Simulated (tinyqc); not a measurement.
What moves the results: static screening by free carriers. A value that a table varies takes the place of the one given here.

kF = (3 pi^2 n/Mv)^(1/3), EF = c kF^2/m with c = hbar^2/2m0, n in 1/angstrom^3 (1e-24 per 1/cm^3), e2 = e^2/(4 pi eps0). Thomas-Fermi: qTF^2 = 6 pi e2 n/(eps EF). Debye: qD^2 = 4 pi e2 n/(eps kB T).

F_j(eta) = (1/Gamma(j + 1)) integral_0^infinity x^j dx/(1 + exp(x - eta)), which tends to exp(eta) for eta << 0.

At finite T: qs^2 = qD^2 F_-1/2(eta)/F_1/2(eta), where n = Mv N F_1/2(eta) and N = 2 (m kB T/(4 pi c))^(3/2) with c = hbar^2/2m0, in 1/angstrom^3; times 1e24 for 1/cm^3.

Donor in the screened potential -(e2/eps) exp(-qs r)/r with the trial function exp(-r/a): E(a) = c/(m a^2) - (e2/eps) 4/(a (2 + qs a)^2), e2 = e^2/(4 pi eps0), c = hbar^2/2m0; isotropic mass.

Constants: hbar^2/2m0 = 3.80998211 eV angstrom^2; e^2/(4 pi eps0) = 14.39964547 eV angstrom; kB = 8.617333262e-05 eV/K; a0 (Bohr radius) = 0.5291772105 angstrom.

Parameters, chosen for this exercise (near those of InAs; shifted at random, so the results belong to these values and not to a real crystal): m = 0.0259 m0 (mass of one isotropic valley); Mv = 1 (valleys); eps = 15.2 (background dielectric constant); T = 200 K; n = 1.5e+17 1/cm^3 (carrier density).

## Screening unbinds the donor

All carriers n are taken as free and screen with qs(T); E(a) is minimised over a; a dash marks no bound state. aB = a0 eps/m.

Donor level:

| n (1/cm^3) | n^(1/3) aB | qs aB | E (meV) | a/aB |
|---|---|---|---|---|
| 3.0e+11 | 0.021 | 0.004 | -1.51 | 1.000 |
| 2.0e+12 | 0.039 | 0.012 | -1.49 | 1.000 |
| 1.0e+13 | 0.067 | 0.026 | -1.45 | 1.000 |
| 3.0e+13 | 0.096 | 0.045 | -1.39 | 1.001 |
| 9.0e+13 | 0.139 | 0.077 | -1.30 | 1.004 |
| 2.0e+14 | 0.182 | 0.115 | -1.20 | 1.009 |
| 6.0e+14 | 0.262 | 0.200 | -1.00 | 1.025 |
| 1.0e+15 | 0.311 | 0.257 | -0.87 | 1.040 |

aB = 310.6 angstrom

How do the results move?

The level rises from -1.51 meV at the lowest density to -0.87 meV at 1e+15 1/cm^3, against -1.53 meV unscreened. It stays bound over this range. This trial function loses binding at qs aB = 1 and the exact Yukawa problem at 1.19; the Mott rule of thumb is n^(1/3) aB = 0.26 (rows below ni, about 1e+13 1/cm^3 for this gap, are formal: thermal pairs then set the screening), which the last bound row of this table passes: the rule belongs to low temperature, and thermal carriers screen more weakly.

## From Debye to Thomas-Fermi

Screening lengths (angstrom):

| n (1/cm^3) | eta | Debye | Thomas-Fermi | finite T |
|---|---|---|---|---|
| 2.0e+14 | -5.65 | 2690 | 367.2 | 2692 |
| 1.0e+15 | -4.04 | 1203 | 280.8 | 1207 |
| 6.0e+15 | -2.21 | 491.2 | 208.3 | 500.3 |
| 2.0e+16 | -0.92 | 269.0 | 170.4 | 285.1 |
| 9.0e+16 | 1.00 | 126.8 | 132.6 | 157.2 |
| 3.0e+17 | 3.41 | 69.47 | 108.5 | 112.9 |
| 1.0e+18 | 8.07 | 38.05 | 88.79 | 89.39 |
| 3.0e+18 | 16.94 | 21.97 | 73.94 | 74.04 |

What does this show?

Debye is within 5 % of the finite-T length up to 6e+15 1/cm^3 of the densities listed and Thomas-Fermi from 3e+17 on. The length goes as n^-0.50 at the low end and n^-0.17 at the high end, against the limits -1/2 and -1/6. Both limits give too short a length.

## What sets the screening length

All results formed anew. Each row changes one parameter from the base and keeps the others.

Results:

| case | Debye (angstrom) | Thomas-Fermi (angstrom) | finite T (angstrom) |
|---|---|---|---|
| base | 98.24 | 121.8 | 134.3 |
| n = 3e+17 1/cm^3 | 69.47 | 108.5 | 112.9 |
| m = 0.0337 m0 | 98.24 | 106.8 | 124.2 |
| eps = 18.24 | 107.6 | 133.4 | 147.2 |
| T = 260 K | 112.0 | 121.8 | 141.7 |
| Mv = 2 | 98.24 | 96.68 | 118.3 |

What can be read from the table?

The largest shifts from the base row, up to three for each result and ties (the steps differ in size, so this ranks the rows, not the parameters). Debye (angstrom): n -28.8, T +13.8, eps +9.38; unchanged at the printed digits by m and Mv. Thomas-Fermi (angstrom): Mv -25.1, m -15.0, n -13.3; unchanged at the printed digits by T. finite T (angstrom): n -21.4, Mv -16.1, eps +12.8.

Run: tinyqc, `OMP_NUM_THREADS=1 python tinyqc.py 1681742 1681743 out.jsonl`; Intel(R) Xeon(R) Processor @ 2.30GHz, one thread, shared host; about 0.01 s of CPU time with all checks.
